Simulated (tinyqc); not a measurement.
# Carrier lifetime of an n-type layer with SRH, radiative, Auger and surface recombination: what changes with what

Uniform excess density dn = dp (no trapping), n = n0 + dn, p = p0 + dn, Boltzmann statistics, full ionisation. Surfaces enter as a rate 2 S dn/d, which holds while diffusion to them is fast.

Inputs (values chosen for the exercise); band and dielectric values close to those of 4H silicon carbide:
- T = 250 K (temperature)
- Eg = 3.21 eV (band gap)
- Nc = 1.29e19 cm^-3 (conduction-band density of states at T)
- Nv = 1.92e19 cm^-3 (valence-band density of states at T)
- B = 1.47e-12 cm^3/s (radiative coefficient)
- N = 1.3e17 cm^-3 (donor density)
- Cn = 1.6e-31 cm^6/s (Auger coefficient (two electrons))
- Cp = 1.9e-31 cm^6/s (Auger coefficient (two holes))
- Nt = 1.1e11 cm^-3 (trap density)
- sn = 1e-14 cm^2 (capture cross-section for electrons)
- sp = 2e-16 cm^2 (capture cross-section for holes)
- vth = 1.1e7 cm/s (thermal velocity (both carriers))
- Et = 1.8 eV (trap level below the conduction band)
- S = 50 cm/s (surface recombination velocity (both faces))
- d = 20 um (sample thickness)

Constants: q = 1.602176634e-19 C, kB = 1.380649e-23 J/K, Vt = kB T/q. Results are converted to the units shown.

Each table varies one quantity; the others keep the values above.

## Lifetime against injection

ni = sqrt(Nc Nv) exp(-Eg/(2 Vt)), Eg in volts; majority density N/2 + sqrt(N^2/4 + ni^2), n0 p0 = ni^2; n1 = Nc exp(-Et/Vt), p1 = Nv exp((Et - Eg)/Vt); tn0 = 1/(sn vth Nt), tp0 = 1/(sp vth Nt). With e = n p - ni^2 = dn (n0 + p0 + dn): U_SRH = e/(tp0 (n + n1) + tn0 (p + p1)), U_rad = B e, U_Aug = (Cn n + Cp p) e, U_s = 2 S dn/d. Each tau is dn over its rate; tau = dn/U with U the sum.

The same in every row: tau_s (s) = 2.0000e-5.

Lifetime against injection:
```
dn (cm^-3)	tau_SRH (s)	tau_rad (s)	tau_Aug (s)	tau (s)	radiative share (%)	largest path
1e11	0.0041322	5.2329e-6	3.6982e-4	4.0976e-6	78.305	radiative
1e12	0.0041322	5.2328e-6	3.6981e-4	4.0976e-6	78.305	radiative
1e13	0.0041322	5.2325e-6	3.6973e-4	4.0973e-6	78.306	radiative
1e14	0.0041323	5.2288e-6	3.6892e-4	4.0950e-6	78.316	radiative
1e15	0.0041329	5.1929e-6	3.6093e-4	4.0719e-6	78.414	radiative
1e16	0.0041381	4.8591e-6	2.9394e-4	3.8544e-6	79.324	radiative
1e17	0.0041682	2.9577e-6	7.7918e-5	2.4927e-6	84.278	radiative
1e18	0.0042054	6.0201e-7	2.3866e-6	4.6941e-7	77.973	radiative
1e19	0.0042138	6.7154e-8	2.8038e-8	1.9760e-8	29.425	Auger
```

Read the table: what changes, and by how much?

Radiative recombination leads at dn = 1e11, Auger from 1e19 on. The total lifetime falls from 4.10e-6 to 1.98e-8 s. tau_SRH goes from 0.00413 s (low-injection limit 0.00413 s) to 0.00421 s (high-injection limit tn0 + tp0 = 0.00421 s). Between the last two rows tau_rad goes as dn^(-0.95) and tau_Aug as dn^(-1.93); the radiative share goes from 78.3 through a maximum of 84.3 (at dn = 1e17 among the rows listed) to 29.4 %. For dn = 1e19 the carriers are degenerate, where B and the Auger coefficients no longer stay constant.

## Effect of the donor density at dn = 2e13 cm^-3

Same model as above.

Here dn = 2e13 cm^-3.

The same in every row: tau_s (s) = 2.000e-5.

Result of one run:
```
N (cm^-3)	tau_SRH (s)	tau_rad (s)	tau_Aug (s)	tau (s)	radiative share (%)	largest path
3e16	0.004132	2.266e-5	0.006930	1.058e-5	46.69	surface
```

What becomes of these results when the donor density N is changed from 3e16 to 1e14 cm^-3, all else the same?

Result of the changed run:
```
N (cm^-3)	tau_SRH (s)	tau_rad (s)	tau_Aug (s)	tau (s)	radiative share (%)	largest path
1e14	0.004146	0.005669	362.3	1.983e-5	0.3499	surface
```

The whole series:
```
N (cm^-3)	tau_SRH (s)	tau_rad (s)	tau_Aug (s)	tau (s)	radiative share (%)	largest path
1e14	0.004146	0.005669	362.3	1.983e-5	0.3499	surface
4e14	0.004136	0.001620	33.53	1.966e-5	1.214	surface
2e15	0.004133	3.368e-4	1.514	1.879e-5	5.580	surface
7e15	0.004132	9.690e-5	0.1264	1.651e-5	17.04	surface
3e16	0.004132	2.266e-5	0.006930	1.058e-5	46.69	surface
1e17	0.004132	6.801e-6	6.246e-4	5.028e-6	73.93	radiative
5e17	0.004132	1.360e-6	2.500e-5	1.212e-6	89.06	radiative
2e18	0.004132	3.401e-7	1.562e-6	2.755e-7	80.99	radiative
```

Surface recombination leads at N = 1e14, radiative from 1e17 on. tau_SRH stays near 0.00413 s and the total lifetime falls from 1.98e-5 to 2.75e-7 s. Between the last two rows tau_rad goes as N^(-1.00) and tau_Aug as N^(-2.00).

tinyqc, about 0.01 s, one thread, Intel Xeon 2.30GHz (shared host): `OMP_NUM_THREADS=1 python tinyqc.py 2300045 2300046 out.jsonl`
